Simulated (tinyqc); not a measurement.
Ways to converge the cycle: SCF convergence aids in the cc-pvdz basis, for H2, spin multiplicity 1. Computed by the program tinyqc with PySCF. RHF with one setting changed at a time; a run stops when the energy changes by less than 1e-09 hartree and the error matrix is below 1e-5. The start is the Wolfsberg-Helmholz matrix. Damping d keeps d of the old density; a shift (hartree) raises the virtual levels; DIIS n extrapolates F over n matrices.

Geometry (angstrom):
```
atom       x       y       z
H     0.0000  0.0000  0.0000
H     0.0000  0.0000  0.8800
```

lowest restricted solution found by these runs and by PySCF = -1.119085 hartree

Largest element of the error matrix X^T (FDS - SDF) X:
```
iteration    plain  damping 0.3  damping 0.6  shift 0.4   DIIS 3   DIIS 8
1          2.1e-01      2.1e-01      2.1e-01    2.1e-01  2.1e-01  2.1e-01
2          3.1e-02      8.4e-02      1.4e-01    5.9e-02  3.1e-02  3.1e-02
3          4.5e-03      3.4e-02      9.1e-02    1.6e-02  3.3e-04  3.3e-04
4          6.7e-04      1.4e-02      6.0e-02    4.4e-03  7.3e-05  7.3e-05
5          1.0e-04      5.5e-03      3.9e-02    1.2e-03  7.4e-09  1.5e-09
6          1.5e-05      2.2e-03      2.6e-02    3.9e-04  4.1e-13  5.5e-10
8                -      3.6e-04      1.1e-02    7.1e-05        -        -
10               -      5.9e-05      4.9e-03    1.2e-05        -        -
14               -      1.6e-06      9.2e-04          -        -        -
20               -            -      7.6e-05          -        -        -
30               -            -      1.2e-06          -        -        -
```

How each run ends:
```
run          iterations  E (hartree)         state
plain                 7     -1.11909  lowest found
damping 0.3          18     -1.11909  lowest found
damping 0.6          37     -1.11909  lowest found
shift 0.4            11     -1.11909  lowest found
DIIS 3                6     -1.11909  lowest found
DIIS 8                6     -1.11909  lowest found
```

What does the comparison show, and why?

6 of 6 runs reach the lowest restricted solution found, in 6 to 37 iterations (fastest: DIIS 3, DIIS 8). Plain steps already contract here, so damping only slows them. DIIS 3 and DIIS 8 gain by cancelling the error over several earlier matrices, much as a quasi-Newton step does.
